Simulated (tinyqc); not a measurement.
Bias-temperature instability, empirical power law with universal recovery: one step of the calculation.

Threshold-voltage shift at the end of a stress: dV = A (V/V0)^g exp[-(Ea q/kB)(1/T - 1/T0)] (t/1 s)^n. After a delay tr the permanent share pp stays and the rest falls by r = 1/(1 + B (tr/t)^be). An empirical model: its parameters are fits, not properties.

Task. What a delayed measurement sees. At V0 and T0, measured shift = dV [pp + (1 - pp) r]; the apparent exponent is the slope of ln(shift) against ln t between the first and last point.

Parameters, values chosen for the exercise:
```
symbol,value,unit,meaning
V0,1.2,V,reference stress voltage
T0,398,K,reference temperature
A,8.9,mV,shift after 1 s at V0 and T0
n,0.25,,time exponent
g,6.4,,voltage exponent
Ea,0.18,eV,apparent activation energy of the shift
pp,0.14,,permanent share
B,4.6,,recovery scale
be,0.12,,recovery dispersion
tr,0.001,s,delay before the measurement
```

Constants: q = 1.602176634e-19 C, kB = 1.380649e-23 J/K. Results are converted to the units shown.

t, point 0 to 2 (s): [10, 100, 1000]

Find: dV; share left; measured; apparent n.

Result.

dV, point 0 to 2 (mV): [15.827, 28.144, 50.048]
share left, point 0 to 2: [0.48084, 0.53899, 0.59830]
measured, point 0 to 2 (mV): [7.6101, 15.169, 29.944]
apparent n = 0.29746

The delay hides 40.2 % of the last shift and raises the exponent from 0.25 to 0.297, since short stresses recover by a larger share.

Program tinyqc, `OMP_NUM_THREADS=1 python tinyqc.py 2070138 2070139 out.jsonl`; Intel Xeon 2.30GHz, shared host, one thread, about 0.01 s.
